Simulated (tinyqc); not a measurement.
Worked calculation: Bloch-Grueneisen resistivity of a metal. Computed by tinyqc, a small Python program that keeps every step. Command: `OMP_NUM_THREADS=1 python tinyqc.py 3019981 3019982 out.jsonl bg walk`. One thread of a shared host (Intel(R) Xeon(R) Processor @ 2.30GHz), about 0.01 s of CPU time with the checks. Intermediate numbers are printed to about 6 digits and carried at full precision; extremes and crossings named in words are read from the listed rows.

Electrons scatter from a Debye spectrum of phonons (n = 5 for scattering within one band, n = 3 for scattering into a second, heavy band) and from static defects.

Inputs (values chosen for the exercise, modelled on copper):
```
quantity                      value         unit
exponent n                        5            -
Debye temperature Theta         320            K
transport coupling lambda_tr   0.12            -
Drude plasma energy hbar w_p    8.6           eV
residual resistivity rho_0     0.35  microohm cm
temperature T                   200            K
```

Addition: none.

Constants: k_B = 1.380649e-23 J/K; hbar = 1.054571817e-34 J s; eps_0 = 8.8541878128e-12 F/m; hbar = 6.582119569e-16 eV s; k_B = 8.617333262e-05 eV/K.

## Scale of the phonon resistivity

rho_ph = (n - 1) rho_1 (T/Theta)^n J_n(Theta/T), with rho_1 = 2 pi lambda_tr k_B Theta/(hbar eps_0 w_p^2), the high-temperature line at T = Theta.

rho_1 = 2.08980 microohm cm

## The integral and the phonon part

J_n(y) = int_0^y x^n e^x/(e^x - 1)^2 dx, by 96 Gauss-Legendre points (upper limit at most 60).

Theta/T = 1.6

J_n = 1.42606

phonon resistivity rho_ph = 1.13685 microohm cm

This is 87 % of the straight line rho_1 T/Theta.

## Total resistivity and derived numbers

Matthiessen's rule: rho = rho_0 + rho_ph. Temperature coefficient (1/rho) d rho/dT by a central difference of +/- 0.5 K; residual ratio rho(295 K)/rho(4.2 K); scattering time tau = 1/(eps_0 w_p^2 rho); Wiedemann-Franz kappa = L_0 T/rho, L_0 = (pi^2/3)(k_B/e)^2.

resistivity rho = 1.48685 microohm cm

temperature coefficient = 4.85906 1e-3/K

residual resistance ratio = 6.15985

scattering time = 44.4958 fs

Wiedemann-Franz conductivity = 328.615 W/(m K)

The coefficient is 0.972 times 1/T; the temperature-independent part dilutes it.

## Limits of the phonon part

Low T: (n - 1) n! zeta(n) rho_1 (T/Theta)^n. High T: rho_1 (T/Theta) [1 - (n - 1)/(12 (n + 1)) (Theta/T)^2].

Resistivities (microohm cm):
```
T (K)       rho_ph    low-T law  straight line  line with correction  total rho
9.6    2.52755e-05  2.52755e-05        0.06269                     -    0.35003
16.0   3.25023e-04  3.25045e-04        0.10449                     -    0.35033
26.0   3.62357e-03  3.68308e-03        0.16980                     -    0.35362
38.0   2.08748e-02  2.45619e-02        0.24816                     -    0.37087
64.0   1.34451e-01  3.32846e-01        0.41796                     -    0.48445
110.0  4.64758e-01  4.99238e+00        0.71837               0.38062    0.81476
160.0  8.43570e-01  3.25045e+01        1.04490               0.81270    1.19357
260.0  1.56281e+00  3.68308e+02        1.69796               1.55507    1.91281
380.0  2.38641e+00  2.45619e+03        2.48163               2.38387    2.73641
640.0  4.12208e+00  3.32846e+04        4.17959               4.12154    4.47208
```

The low-T law holds to 10 % up to 26 K, the straight line from 260 K on. The local exponent of rho_ph falls from 5.00 to 1.05. Phonons overtake the residual resistivity between 64.0 and 110 K.

Checks made by the program: J_n at large argument against n! zeta(n) (relative difference below 1e-10).
